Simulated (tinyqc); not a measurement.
Potential step from the flux.

Inverse problem. On one interval J = (q mu Vt/hx) [nb B(d) - na B(-d)], B(d) = d/(exp(d) - 1), d = (psi_b - psi_a)/Vt. Find psi_b - psi_a, and the step at which J would vanish.

Parameters, values chosen for the exercise: temperature T = 273 K; electron mobility mu = 8970 cm^2/(V s); density at the left node na = 6.3e14 cm^-3; density at the right node nb = 5e15 cm^-3; node spacing hx = 97 nm.

Constants: q = 1.602176634e-19 C, kB = 1.380649e-23 J/K, Vt = kB T/q. Results are converted to the units shown.

J = -6828.5609 A/cm^2

Solution. B(d) falls and B(-d) rises with d, so J falls steadily with the step and one value matches. J = 0 needs nb/na = exp(d), the Boltzmann ratio.

psi_b - psi_a = 0.0880 V
step for J = 0 = 0.0487 V

Computed by the program tinyqc: `OMP_NUM_THREADS=1 python tinyqc.py 2220106 2220107 out.jsonl`, one thread of a shared Intel Xeon 2.30GHz, about 0.01 s for the whole run.
